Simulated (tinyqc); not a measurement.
Worked calculation: permeation of metal atoms or ions through a thin barrier or dielectric: time lag, field-aided drift and lifetime. Computed by tinyqc, a small Python program that keeps every step. Command: `OMP_NUM_THREADS=1 python tinyqc.py 3027071 3027072 out.jsonl barrier walk`. One thread of a shared host (Intel(R) Xeon(R) Processor @ 2.30GHz), about 0.01 s of CPU time with the checks. Intermediate numbers are printed to about 5 digits and carried at full precision; extremes and crossings named in words are read from the listed rows.

The film 0 < x < d is empty at first; C = C0 at x = 0 and C = 0 at x = d. dC/dt = D d2C/dx2 - v dC/dx with drift v = D z e V/(k_B T d) (uniform field, no space charge).

Inputs (values chosen for the exercise, for a model case: singly charged ions through a dielectric): thickness d = 59 nm; prefactor D0 = 3.3e-08 cm^2/s; activation energy E = 0.763 eV; concentration at the source side C0 = 2.5e+14 1/cm^3; charge number z = 1; voltage V (positive drives ions across) = 0.078 V; critical dose Q_c = 1e+07 1/cm^2; test temperature T = 175 C; use temperature T_u = 100 C; time in units of d^2/D, s = 0.12.

Constants: k_B = 8.617333262e-05 eV/K.

## Scales

D = D0 exp(-E/(k_B T)); time scale d^2/D; Peclet number P = z V/(k_B T), k_B T in eV; 1 nm = 1e-7 cm. Temperatures in kelvin are T(C) + 273.15.

diffusivity D = 8.6699e-17 cm^2/s

time scale d^2/D = 4.0150e+05 s

Peclet number P = 2.0198

## Steady flux and time lag

Steady flux J = (D C0/d) P/(1 - exp(-P)); time lag in units of d^2/D: s_L = [P (1 + exp(-P))/(1 - exp(-P)) - 2]/P^2 (P = 0: J = D C0/d, s_L = 1/6).

flux relative to D C0/d = 2.3288

steady flux J = 8555.1 1/(cm^2 s)

time lag s_L = 0.15633

time lag = 62769 s

Drift and diffusion both act.

## Dose at time s

Dose through the film Q(s) = C0 d {f (s - s_L) - 2 exp(P/2) sum_(n=1..200) (-1)^n n^2 pi^2 exp(-l_n s)/l_n^2}, l_n = n^2 pi^2 + P^2/4, f = P/(1 - exp(-P)) the relative flux.

Q/(C0 d) = 0.038071

dose Q = 5.6155e+07 1/cm^2

time = 48180 s

## Time to the critical dose

Solve Q = Q_c for s. At the use temperature D and P take T_u, with the same C0 and V; 1 year = 3.15576e7 s.

s at the critical dose = 0.076333

failure time at T = 30648 s

failure time at T_u = 0.049513 years

Failure comes before the time lag: the first arrivals suffice. Caution: grain boundaries, pinholes, trapping and space charge are left out; thin real barriers usually fail at defects.

## Approach to the steady line

Short-time form for P = 0: Q/(C0 d) = 4 sqrt(s) ierfc(1/(2 sqrt(s))), ierfc(y) = exp(-y^2)/sqrt(pi) - y erfc(y).

Q/(C0 d):
```
s         series  steady line f (s - s_L)  series without field  short-time form, no field
0.03  1.2961e-05                  -0.2942            4.8419e-06                 4.8419e-06
0.05  7.1171e-04                  -0.2476            2.6934e-04                 2.6934e-04
0.08  8.3394e-03                  -0.1778            3.2066e-03                 3.2066e-03
0.12  3.8071e-02                  -0.0846            1.4887e-02                 1.4887e-02
0.20  1.5341e-01                   0.1017            6.1464e-02                 6.1463e-02
0.30  3.5199e-01                   0.3346            1.4382e-01                 1.4379e-01
0.50  8.0229e-01                   0.8003            3.3479e-01                 3.3326e-01
0.80  1.4990e+00                   1.4989            6.3341e-01                 6.1838e-01
1.20  2.4304e+00                   2.4304            1.0333e+00                 9.7002e-01
```

The dose lies above the steady line at all times and, among these rows, is within 1 % of it from s = 0.5 on (the lag is s_L = 0.156); for a known P the intercept of that line gives D and its slope D C0. The field changes the dose by a factor 2.68 in the first row and 2.35 in the last; at short times the factor tends to exp(P/2) = 2.75.

Checks made by the program: series against a 300-cell finite-difference solution (relative difference 8e-05).
